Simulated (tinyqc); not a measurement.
# Margin needed against array size

Cells fail independently with probability Q(k) = erfc(k/sqrt(2))/2 when the margin is k standard deviations, and Y = exp(-Nb Q(k)). phi = exp(-k^2/2)/sqrt(2 pi).  k solves Y = exp(-Nb Q(k)); the estimate is sqrt(2 ln(Nb/(-ln Y))).

Values chosen for this exercise:
- Y = 0.959 (wanted yield)

Results:
```
Nb	allowed Q	k	estimate
2048	2.0442e-5	4.1024	4.6471
524288	7.9850e-8	5.2410	5.7172
8388608	4.9906e-9	5.7310	6.1832
134217728	3.1191e-10	6.1843	6.6164
2147483648	1.9495e-11	6.6079	7.0229
34359738368	1.2184e-12	7.0069	7.4072
```

Estimate the missing row, Nb = 32768.

Computed row:
```
Nb	allowed Q	k	estimate
32768	1.2776e-6	4.7037	5.2097
```

With this row back in the table: A 1.68e7-fold larger array raises k only from 4.10 to 7.01; the last factor of 16 costs 0.40 standard deviations. The estimate, which drops the factor 1/(k sqrt(2 pi)) of the tail, is 13 % above k in the first row and 5.7 % above it in the last.

Computed by the program tinyqc: `OMP_NUM_THREADS=1 python tinyqc.py 2090012 2090013 out.jsonl`, one thread of a shared Intel Xeon 2.30GHz, about 0.01 s for the whole run.
